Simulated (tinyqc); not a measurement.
# Which input was changed?

Model: speciation in dilute and buffered hydrofluoric acid, oxide etch rate and bath loading. Computed by tinyqc, a small Python program. Command: `OMP_NUM_THREADS=1 python tinyqc.py 3120165 3120166 out.jsonl hfetch which`. One thread of a shared host (Intel(R) Xeon(R) Processor @ 2.30GHz), about 0.03 s of CPU time with the checks.

Concentrations stand for activities, NH4+ and Cl- are spectators, and water ionisation is neglected. H, F and HF2 denote the ions H+, F- and HF2-. The base temperature is 298 K.

Inputs (values chosen for the exercise, of the order of those for thermal oxide at room temperature):
```
quantity,value,unit
HF added,0.039,mol/L
NH4F added,0.031,mol/L
HCl added,0,mol/L
K1 = [H][F]/[HF],0.000738,mol/L
K2 = [HF2]/([HF][F]),3.92,L/mol
K3 = [H2F2]/[HF]^2,2.61,L/mol
rate constant of neutral HF k_a,8.3,nm L/(min mol)
rate constant of HF2 k_b,62,nm L/(min mol)
activation energy,0.43,eV
temperature error,0.64,K
oxide removed per wafer,5.7,nm
```

Constants: k_B = 8.617333262e-05 eV/K.

Method:
- Fluoride balance: [HF] + [F] + 2 [HF2] + 2 [H2F2] = HF added + NH4F added. Acid balance: [H] + [HF] + [HF2] + 2 [H2F2] = HF added + HCl added. For a trial [H], [HF] = [H][F]/K1, and the fluoride balance is a quadratic in [F].
- The root is refined to 1e-13 in pH = -log10 [H].
- Rate = k_a ([HF] + 2 [H2F2]) + k_b [HF2], an empirical two-term form.
- Time = oxide/rate; a temperature error changes the rate by exp((E_a/k_B)(1/298 - 1/(298 + error))) - 1.

Task: One of these inputs alone was changed, within the range given: HF added (0.0195 to 0.078); K2 = [HF2]/([HF][F]) (1.96 to 7.84); rate constant of neutral HF k_a (4.15 to 16.6); rate constant of HF2 k_b (31 to 124). Which one, and to what value?

Results:
```
run,[HF2] (mol/L),etch rate (nm/min),pH
before,0.003356674,0.4974619,3.106735
after,0.002978242,0.4771632,3.108280
```

Result:

Each candidate set to reproduce [HF2], and what it then gives:
```
candidate,range searched,value needed,etch rate (nm/min),pH
HF added (mol/L),0.0195 to 0.078,0.03379,0.43471,3.1671
K2 = [HF2]/([HF][F]) (L/mol),1.96 to 7.84,3.400,0.47716,3.1083
rate constant of neutral HF k_a (nm L/(min mol)),4.15 to 16.6,no effect,-,-
rate constant of HF2 k_b (nm L/(min mol)),31 to 124,no effect,-,-
```

Only K2 = [HF2]/([HF][F]) fits every result: it went from 3.92 to 3.40 L/mol. The next best candidate, HF added, misses one result by 8.9 %.
